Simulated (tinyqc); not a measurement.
Tunnelling through a gate dielectric, WKB transmission and Tsu-Esaki current: one step of the calculation.

Electrons leave the emitter at x = 0. Energies E (motion across the layers) are in eV from the emitter Fermi level; the collector Fermi level lies at -V and offers states at every E. No charge in the dielectric and no image force: F1 = V/t1, U = phi1 - F1 x. With C = hbar^2/(2 m0), kappa = sqrt(m (U - E)/C) where U > E and 0 elsewhere; T(E) = exp(-S), S = 2 times the integral of kappa over x.

Question. Current density on a coarse energy grid. Each layer adds (2/F) sqrt(m/C) [G(u at its left edge) - G(u at its right edge)] to S, with u = U - E (0 where negative) and G(u) = (2/3) u^1.5. The slope follows from 1/d = -dS/dE.

J = J0 times the integral of T(E) N(E) dE, N = ln[(1 + exp(-E/Vt))/(1 + exp((-E - V)/Vt))], J0 = q^2 me m0 kB T/(2 pi^2 hbar^3) (times 1e-4 for A/cm^2 per eV), by Simpson's rule on nE equally spaced points from Ea to Eb.

Inputs (values chosen for the exercise); dielectric values close to those of silicon dioxide: temperature T = 350 K; Fermi energy of the emitter above its band bottom Ef = 0.22 eV; emitter mass in the supply function me = 0.72 m0; barrier of layer 1 above the emitter Fermi level at zero bias phi1 = 3.06 eV; tunnelling mass of layer 1 m1 = 0.52 m0; thickness of layer 1 t1 = 2.4 nm; voltage across the dielectric V = 1.4 V; lower end of the energy grid Ea = -0.22 eV; upper end of the energy grid Eb = 0.33 eV; points of the energy grid nE = 11.

Constants: q = 1.602176634e-19 C, kB = 1.380649e-23 J/K, hbar = 1.054571817e-34 J s, m0 = 9.1093837015e-31 kg, Vt = kB T/q, hbar^2/(2 m0) = 0.0380998212 eV nm^2. Results are converted to the units shown.

Find: E; T(E); N; T(E) N; J0; J.

Answer.

```
point    E (eV)        T(E)          N      T(E) N
0      -0.22000  4.6592e-13     7.2949  3.3989e-12
1      -0.16500  6.3411e-13     5.4749  3.4717e-12
2      -0.11000  8.6605e-13     3.6729  3.1809e-12
3      -0.05500  1.1871e-12     1.9732  2.3425e-12
4       0.00000  1.6334e-12    0.69315  1.1322e-12
5       0.05500  2.2563e-12    0.14967  3.3770e-13
6       0.11000  3.1295e-12   0.025732  8.0527e-14
7       0.16500  4.3589e-12  0.0041994  1.8305e-14
8       0.22000  6.0982e-12  6.7919e-4  4.1418e-15
9       0.27500  8.5708e-12  1.0969e-4  9.4010e-16
10      0.33000  1.2104e-11  1.7709e-5  2.1435e-16
```

J0 = 3.5143e8 A/(cm^2 eV)
J = 2.3761e-4 A/cm^2

The integrand peaks at E = -0.165 eV among these points.

Computed by the program tinyqc: `OMP_NUM_THREADS=1 python tinyqc.py 2540157 2540158 out.jsonl`, one thread of a shared Intel Xeon 2.30GHz, about 0.04 s for the whole run.
